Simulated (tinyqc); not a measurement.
Ballistic transport through the one-dimensional subbands of a rectangular nanowire or nanosheet channel: one step, computed by the program tinyqc.

Hard walls, parabolic subbands, transport along x. Energies are counted from the bulk conduction band edge at the top of the barrier, which the gate pulls down by U; the source Fermi level lies at the bulk edge when U = 0.

Task: Subbands. E_pq = (hbar^2 pi^2/2)(p^2/(m_y b^2) + q^2/(m_z a^2)); m_x = m_y = m_z = m, degeneracy g = 1; the 10 lowest subbands are kept.

Inputs (values chosen for the exercise, modelled on GaAs): mass m = 0.067 m_0; height a = 8.4 nm; width b = 13 nm.

Valleys: single isotropic valley.

Constants: hbar^2/(2 m_0) = 3.80998212 eV angstrom^2; k_B = 8.617333262e-05 eV/K.

Give: Subbands.

Result:

Subbands:
```
valley axis  p  q  E (meV)  m_x (m_0)
-            1  1   112.75      0.067
-            2  1   212.38      0.067
-            1  2   351.37      0.067
-            3  1   378.43      0.067
-            2  2   451.00      0.067
-            4  1   610.89      0.067
-            3  2   617.05      0.067
-            1  3   749.08      0.067
-            2  3   848.70      0.067
-            4  2   849.51      0.067
```
